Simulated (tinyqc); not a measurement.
Configuration-coordinate model of a defect: Huang-Rhys factor and luminescence line shape. Inputs raised by 10 %, one at a time. Computed by tinyqc, a small Python program. Command: `OMP_NUM_THREADS=1 python tinyqc.py 3007238 3007239 out.jsonl ccline sens`. One thread of a shared host (Intel(R) Xeon(R) Processor @ 2.30GHz), about 0.05 s of CPU time with the checks.

Ground state E_g(Q) = (1/2) omega_g^2 Q^2; excited state E_e(Q) = E_0 + (1/2) omega_e^2 (Q - dQ)^2 with E_0 = E_ZPL - (hbar omega_e - hbar omega_g)/2. Q is mass-weighted; the dipole does not depend on Q (Condon approximation).

Inputs (values chosen for the exercise, for a model defect in a wide-gap host): zero-phonon energy E_ZPL = 2.34 eV; displacement dQ = 0.541 u^(1/2) angstrom; ground-state phonon hbar omega_g = 45.4 meV; excited-state phonon hbar omega_e = 41.8 meV; temperature T = 500 K; refractive index n_r = 2.31; transition dipole mu = 1.8 e angstrom; quenching prefactor nu_0 = 7e+12 1/s.

Modes: different frequencies.

Constants: hbar^2/u = 4.18015928e-03 eV angstrom^2; k_B = 8.617333262e-05 eV/K; hbar = 6.582119569e-16 eV s; e = 1.602176634e-19 C; eps_0 = 8.8541878128e-12 F/m; hbar = 1.054571817e-34 J s; c = 299792458 m/s.

Method:
- S = hbar omega dQ^2/(2 hbar^2/u) for each state; relaxation energy S hbar omega; absorption at E_0 + S_e hbar omega_e, emission at E_0 - S_g hbar omega_g; the Stokes shift is their difference.
- Overlaps <m_e|n_g> of harmonic-oscillator functions (Hermite recursion, positive leading coefficients) by a sum over an even grid (700 points from x = -9 to 9 + d for the small table, 1500 points from -16 to 16 + d for the thermal sums), with x = Q sqrt(omega_g/hbar), d = sqrt(2 S_g) and frequency ratio omega_e/omega_g.
- Initial levels m = 0..24 carry Boltzmann weights exp(-m hbar omega_e/k_B T), normalised; final levels n = 0..79; a line lies at E_ZPL + m hbar omega_e - n hbar omega_g with weight w_m <m|n>^2. Moments are taken over these weights without the E^3 factor; FWHM = 2 sqrt(2 ln 2) x standard deviation; the zero-phonon weight is w_0 <0|0>^2, since the other m -> m lines are offset by m (hbar omega_e - hbar omega_g).
- The curves cross at the root Q_c nearest dQ; the barrier is (1/2) omega_e^2 (Q_c - dQ)^2, with (1/2) omega^2 = (hbar omega)^2/(2 hbar^2/u). k_r = n_r omega^3 mu^2/(3 pi eps_0 hbar c^3) at the vertical emission energy, without local-field correction; k_nr = nu_0 exp(-barrier/k_B T) (Mott-Seitz); yield = k_r/(k_r + k_nr); T_1/2 = barrier/(k_B ln(nu_0/k_r)).

Runs; columns: (1) input moved; (2) from; (3) to; (4) Stokes shift (eV); (5) FWHM from the second moment (eV); (6) radiative lifetime (ns); (7) quenching temperature T_1/2 (K):
```
(1)                                        (2)     (3)      (4)      (5)     (6)    (7)
base run                                     -       -  0.13333  0.20978  3.0103   6079
displacement dQ (u^(1/2) angstrom)       0.541  0.5951  0.16132  0.23067  3.0714   5533
ground-state phonon hbar omega_g (meV)    45.4   49.94  0.14848  0.25543  3.0621   3038
excited-state phonon hbar omega_e (meV)   41.8   45.98  0.14617  0.19171  3.0186  41182
zero-phonon energy E_ZPL (eV)             2.34   2.574  0.13333  0.20978  2.2426   7192
temperature T (K)                          500     550  0.13333  0.21871  3.0103   6079
transition dipole mu (e angstrom)          1.8    1.98  0.13333  0.20978  2.4878   6198
refractive index n_r                      2.31   2.541  0.13333  0.20978  2.7366   6138
```

Exponents ln(y'/y) / ln(x'/x):
```
input                              Stokes shift  FWHM from the second moment  radiative lifetime  quenching temperature T_1/2
displacement dQ                           2.000                        0.996               0.211                       -0.987
ground-state phonon hbar omega_g          1.129                        2.065               0.179                       -7.278
excited-state phonon hbar omega_e         0.965                       -0.946               0.029                       20.073
zero-phonon energy E_ZPL                  0.000                        0.000              -3.089                        1.764
temperature T                             0.000                        0.437               0.000                        0.000
transition dipole mu                      0.000                        0.000              -2.000                        0.203
refractive index n_r                      0.000                        0.000              -1.000                        0.101
```

To which inputs is each result most sensitive?

Among the inputs moved here: Stokes shift answers most in size to displacement dQ (exponent +2.000), next to ground-state phonon hbar omega_g (+1.129); its exponent is below 0.0005 for zero-phonon energy E_ZPL, temperature T, transition dipole mu, refractive index n_r. Its exponent +2.000 in displacement dQ: relaxation energies go as omega^2 dQ^2. FWHM from the second moment answers most in size to ground-state phonon hbar omega_g (exponent +2.065), next to displacement dQ (+0.996); its exponent is below 0.0005 for zero-phonon energy E_ZPL, transition dipole mu, refractive index n_r. Its exponent +0.996 in displacement dQ: the width goes as sqrt(S). Radiative lifetime answers most in size to zero-phonon energy E_ZPL (exponent -3.089), next to transition dipole mu (-2.000); its exponent is below 0.0005 for temperature T. Its exponent -2.000 in transition dipole mu: the rate goes as mu^2. Its exponent -1.000 in refractive index n_r: the rate goes as n_r. Quenching temperature T_1/2 answers most in size to excited-state phonon hbar omega_e (exponent +20.073), next to ground-state phonon hbar omega_g (-7.278); its exponent is below 0.0005 for temperature T.

Caution (all rows): for small S the spectrum is a set of resolved lines, and a Gaussian width has little meaning. Caution (all rows): the curves cross far outside the range of the harmonic model, so the barrier and T_1/2 have no quantitative meaning.

Extremes, crossings and ranges named in words are read from the listed rows.
